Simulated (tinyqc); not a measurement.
Inside a calculation. Model: kinetics of strain relaxation and threading dislocations in mismatched semiconductor layers. Computed by tinyqc, a small Python program that keeps every step. Command: `OMP_NUM_THREADS=1 python tinyqc.py 3013307 3013308 out.jsonl threading walk`. One thread of a shared host (Intel(R) Xeon(R) Processor @ 2.30GHz), about 0.01 s of CPU time with the checks. Intermediate numbers are printed to about 5 digits and carried at full precision; extremes and crossings named in words are read from the listed rows.

60-degree dislocations on {111} planes of a (001) layer, isotropic elasticity. The Schmid factor is 1/sqrt(6), and a misfit segment relieves strain with b/2.

Inputs (values chosen for the exercise, modelled on Ge on Si):
```
quantity                                      value          unit
misfit f                                       0.04             -
shear modulus G                                55.4           GPa
Poisson ratio nu                               0.26             -
Burgers vector b                                  4      angstrom
glide activation energy Q                      1.66            eV
velocity prefactor v0                         22000   m/s per MPa
layer thickness h                               9.7            nm
anneal temperature T                            612             K
anneal time t                                    14             s
initial thread density rho_0                2.1e+07        1/cm^2
multiplication constant delta                 48000           1/m
grading rate (misfit per thickness) R_f      0.0065  1/micrometre
growth temperature of the buffer T_g            652             K
growth rate R_g                                0.32          nm/s
reaction radius r_A                              26            nm
final thickness of a thick uniform layer H     0.88    micrometre
aspect ratio of a trench                       0.52             -
```

Sources: multiplication.

Constants: k_B = 8.617333262e-05 eV/K.

## Excess stress and glide velocity at the start

Excess resolved stress tau = (1/sqrt 6) [2 G (1 + nu)/(1 - nu)] (e - e_eq), e_eq = b (1 - nu/4) [ln(h/b) + 1]/(4 pi (1 + nu) h), the Matthews-Blakeslee strain of an uncapped layer; glide velocity v = v0 tau exp(-Q/(k_B T)), tau in MPa.

equilibrium strain e_eq = 0.010199

excess stress tau = 2295.2 MPa

mobility v/tau = 4.7037e-10 m/s per MPa

initial velocity = 1.0796 micrometre/s

The layer carries 3.9 times its equilibrium strain. In the anneal time a thread would run 15 micrometre at this speed. Caution: at stresses above about 1 GPa the linear velocity law understates glide, as stress lowers the kink barrier. Caution: at such misfit the layer islands and relaxes during the first nanometres, so a uniform strained start is an idealisation.

## Relaxation in the anneal

Threads run in two directions, so de/dt = -(b/4) rho v, and they multiply as d rho/dt = delta rho v. With x = e - e_eq, x0 = f - e_eq (fully strained at t = 0) and v = m S x (m the mobility, S x = tau): rho = rho_0 + (4 delta/b)(x0 - x), so dx/dt = -k x (a - x), k = delta m S, a = x0 + b rho_0/(4 delta): a logistic law, x = a/[1 + (a/x0 - 1) exp(k a t)]. The half time is that at which x = x0/2.

strain left e = 0.039538

share of the excess strain relieved = 1.5496 %

thread density = 4.3166e+07 1/cm^2

half time = 80.829 s

The layer stays metastable: too few threads move too slowly. The misfit lines laid down are 0.43 micrometre apart.

## Anneal temperature

The formulas are those given above.

After the time t:
```
T (K)  first velocity (micrometre/s)  relieved (%)  threads (1/cm^2)  half time (s)
561                       6.1736e-02    6.2167e-02        2.1889e+07     1.4135e+03
582                       2.1312e-01    2.2579e-01        2.4230e+07     4.0945e+02
606                       7.9053e-01    1.0230e+00        3.5633e+07     1.1039e+02
625                       2.0778e+00    4.3242e+00        8.2855e+07     4.1998e+01
648                       6.2045e+00    4.9506e+01        7.2915e+08     1.4064e+01
664                       1.2700e+01    9.8815e+01        1.4345e+09     6.8711e+00
685                       3.0908e+01    1.0000e+02        1.4514e+09     2.8234e+00
721                       1.2586e+02    1.0000e+02        1.4514e+09     6.9335e-01
```

The half time follows exp(Q/(k_B T)), a decade for each 50 K near 648 K. Relief goes from 4.3 % at 625 K to 98.8 % at 664 K: with multiplication the onset is abrupt, after an incubation in which threads breed, and the final density is set by delta, not by rho_0. Caution: rows with more than 50 % relieved leave out blocking by crossing misfit lines, which slows real layers.

## Graded buffer

In steady grading, strain is fed at R_f R_g and relieved at (b/4) rho v. As a glide-limited estimate, the driving stress is taken as the mean stress of the strained top zone, whose depth z solves R_f z/2 = e_eq(z), with strain R_f z at the surface; tau_g = S R_f z/2 is its mean; then rho = 4 R_f R_g/(b m tau_g), m = v0 exp(-Q/(k_B T_g)), S = (1/sqrt 6) 2 G (1 + nu)/(1 - nu), e_eq(z) = b (1 - nu/4) [ln(z/b) + 1]/(4 pi (1 + nu) z).

depth z of the strained zone = 231.28 nm

stress tau_g = 57.893 MPa

thread density of the buffer = 1.1075e+07 1/cm^2

buffer thickness f/R_f = 6.1538 micrometre

Raising T_g by 50 K would lower this density by a factor 8.2: fast glide lets few threads do the work.

## Thick uniform layer and trapping in a trench

A separate case, a thick relaxed layer. Pair reactions during growth: d rho/dh = -K rho^2 with K = 2 r_A tan(psi) and threads inclined by psi = 45 degrees (the <110> lines of {111} planes), so rho = 1/(K H) for a layer that starts with far more threads than that, as highly mismatched layers do. In a trench along [110] a thread on {111} rises at 54.74 degrees across the width, and leaves through the wall below the height w tan(54.74 degrees) = sqrt(2) w; the share of threads, evenly spread over the floor, that reach the top is max(0, 1 - a/sqrt 2) for the aspect ratio a.

thread density at H = 2.1853e+09 1/cm^2

share that reaches the top = 0.63230

The trench is too shallow to trap all. Thickness alone needs 1900 micrometre for 1e6 /cm^2.

Checks made by the program: strain against numerical integration (relative difference below 1e-10).
